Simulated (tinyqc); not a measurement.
Changing the preheat temperature T0: millisecond and nanosecond annealing: surface heating, thermal budget and solid-phase regrowth. Computed by tinyqc, a small Python program. Command: `OMP_NUM_THREADS=1 python tinyqc.py 3019899 3019900 out.jsonl flash sweep`. One thread of a shared host (Intel(R) Xeon(R) Processor @ 2.30GHz), about 0.03 s of CPU time with the checks.

A square pulse heats the surface of a thick wafer with constant thermal properties; losses by radiation are neglected and silicon melts at 1414 C.

Inputs (values chosen for the exercise, modelled on hot silicon with phosphorus):
```
quantity,value,unit
incident fluence,0.631,J/cm^2
pulse length t_p,2.6e-07,s
reflectance R,0.46,-
thermal conductivity k,0.22,W/(cm K)
heat capacity per volume c,2.18,J/(cm^3 K)
dopant prefactor D0,4.29,cm^2/s
dopant activation energy E,3.66,eV
regrowth prefactor v0,3.8e+08,cm/s
regrowth energy E_v,2.68,eV
```

Source: pulsed laser.

Constants: k_B = 8.617333262e-05 eV/K.

Method:
- Absorbed flux q = (1 - R) fluence/t_p; kappa = k/c. With f(z, t) = (2 q/k) sqrt(kappa t) ierfc(z/(2 sqrt(kappa t))), ierfc(x) = exp(-x^2)/sqrt(pi) - x erfc(x): T = T0 + f(z, t) during the pulse and T0 + f(z, t) - f(z, t - t_p) after it.
- At the surface the rise at the end of the pulse is 2 q sqrt(t_p/(pi k c)); the fluence that just melts the surface scales with (1414 - T0).
- Temperatures in kelvin are T(C) + 273.15.
- Integrate exp(-E/(k_B T(t))) at the surface from 0 to 10 t_p (Gauss-Legendre, 60 points in sqrt(t) up to t_p and 60 in sqrt(t - t_p) after it). (Dt) = D0 x integral with E; regrowth = v0 x integral with E_v; effective time = integral/exp(-E/(k_B T_peak)).

One run for each value:
```
preheat temperature T0 (C),peak temperature (C),diffusion length 2 sqrt(Dt) (nm),effective time over t_p,fluence at the melting threshold (J/cm^2)
25,1113.8,0.001327,0.07860,0.80497
50,1138.8,0.001771,0.08140,0.79048
75,1163.8,0.002340,0.08426,0.77599
100,1188.8,0.003065,0.08716,0.76151
150,1238.8,0.005121,0.09311,0.73253
200,1288.8,0.008289,0.09926,0.70355
250,1338.8,0.013036,0.10562,0.67458
```

Over the rows, peak temperature (C) rises from 1110 to 1340; diffusion length 2 sqrt(Dt) (nm) rises from 0.00133 to 0.0130; effective time over t_p rises from 0.0786 to 0.106. At fixed fluence the rise is fixed, so the peak follows T0 one to one and the diffusion length follows it exponentially.

Caution (all rows): cold silicon conducts heat several times better than the constant k used here, so the real melting fluence is higher. Caution (all rows): equilibrium diffusivities are used; implant damage enhances diffusion, and k and c vary with temperature. Caution (all rows): a diffusion length below the atomic spacing of 0.235 nm means about one jump per atom or fewer, so the profile does not change measurably.

Extremes, crossings and ranges named in words are read from the listed rows.
